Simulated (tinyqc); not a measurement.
Type-II superlattice in the two-band Kane model: sweeps and comparisons. A value that a table varies takes the place of the one given here.

Motion along the axis, period d = a + b, c = hbar^2/2m0. Conduction and light-hole bands couple: (E - Ec)(E - Ev) = Ep c k^2 in each layer, with mass m(E) = (E - Ev)/Ep, which may be negative. The conduction envelope psi and psi'/m(E) are continuous; a layer carries them by [[cos kt, (m/k) sin kt], [-(k/m) sin kt, cos kt]] (cosh and sinh for k^2 < 0), and cos(q d) = tr(M_B M_A)/2. C1 is the first miniband above EvB, with its bottom at tr/2 = +1 and its top at -1; the gap is the bottom of C1 less the top heavy-hole level HH1.

Heavy holes are uncoupled: with e = EvB - E, p = sqrt(mhB e/c), w = sqrt(mhA (EvB - EvA - e)/c), the top level HH1 at q = 0 solves (p/mhB) tan(p b/2) = (w/mhA) tanh(w a/2).

Constants: hbar^2/2m0 = 3.80998211 eV angstrom^2; hc = 1239.841984 eV nm.

Parameters, chosen for this exercise (near those of an InAs/GaSb superlattice; not measured data): b = 41 angstrom (layer B); EcA = 0 eV (conduction edge of A); EvA = -0.412 eV (valence edge of A); EcB = 0.97 eV (conduction edge of B); EvB = 0.17 eV (valence edge of B); EpA = 14.4 eV (coupling energy in A); EpB = 18.1 eV (coupling energy in B); mhA = 0.35 m0 (heavy hole in A); mhB = 0.27 m0 (heavy hole in B); As = (23, 29, 35, 47, 57, 65, 75) angstrom (widths of layer A); a = 48 angstrom (layer A).

## Width of layer A

Bottom of C1 (tr/2 = +1, above EvB), HH1, the gap and hc/gap; widths at which C1 no longer starts above EvB are left out.

Results:
```
a (angstrom)  C1 (eV)  HH1 (eV)  gap (meV)  cut-off (micrometre)
23             0.4613    0.1193      342.0                  3.63
29             0.3838    0.1191      264.7                  4.68
35             0.3240    0.1191      204.9                  6.05
47             0.2392    0.1191      120.2                 10.32
57             0.1913    0.1191       72.2                 17.17
```

From a = 23 to 57 angstrom C1 falls by 270 meV while HH1 moves by -0.3 meV, so layer A tunes the gap, from 342 to 72 meV. The cut-off shifts by 0.176 micrometre per angstrom at the thin end and 0.685 at the thick end: long wavelengths need tight control of the thickness.

## One band or two

Bottom of C1. One band: (k/mA) tan(k a/2) = (kappa/mB) tanh(kappa b/2) with the edge masses (Ec - Ev)/Ep and barrier EcB - EcA. Second row: mA replaced by m(E). The last column is measured against two bands.

Results:
```
model                  C1 (eV)  gap (meV)  error (meV)
one band, edge masses   0.2152       96.2        -18.5
m(E) in A only          0.1877       68.6        -46.0
two bands               0.2337      114.6          0.0
```

mA = 0.0286 m0
mB = 0.0442 m0

With edge masses C1 errs by -18 meV, 16 % of the gap. The heavier m(E) in A changes it by -28 meV; the treatment of B changes it by +46 meV, since C1 lies 64 meV above the valence edge of B, where its mass is 0.0035 instead of 0.0442.

## What each parameter does

Bottom and width of C1, HH1 and the gap. Each row changes one parameter from the base and keeps the others.

Results:
```
case             C1 (eV)  width (meV)  HH1 (eV)  gap (meV)
base              0.2337         48.7    0.1191      114.6
a = 45 angstrom   0.2509         51.2    0.1191      131.8
b = 44 angstrom   0.2371         43.8    0.1244      112.7
EvB = 0.15 eV     0.2321         46.0    0.0994      132.6
EcB = 1.02 eV     0.2373         45.4    0.1191      118.2
EvA = -0.442 eV   0.2291         47.5    0.1185      110.6
EpA = 15.6 eV     0.2416         51.6    0.1191      122.6
mhB = 0.31 m0     0.2337         48.7    0.1231      110.5
```

The largest shifts from the base row, up to three for each result and ties (the steps differ in size, so this ranks the rows, not the parameters). C1 (eV): a +0.0172, EpA +0.0080, EvA -0.0046; unchanged at the printed digits by mhB. width (meV): b -4.9, EcB -3.3, EpA +2.9; unchanged at the printed digits by mhB. HH1 (eV): EvB -0.0196, b +0.0054, mhB +0.0041; unchanged at the printed digits by a, EcB and EpA. gap (meV): EvB +18.0, a +17.2, EpA +8.0.

(tinyqc, `OMP_NUM_THREADS=1 python tinyqc.py 1252701 1252702 out.jsonl`, Intel(R) Xeon(R) Processor @ 2.30GHz, 1 thread, shared host, about 0.09 s.)
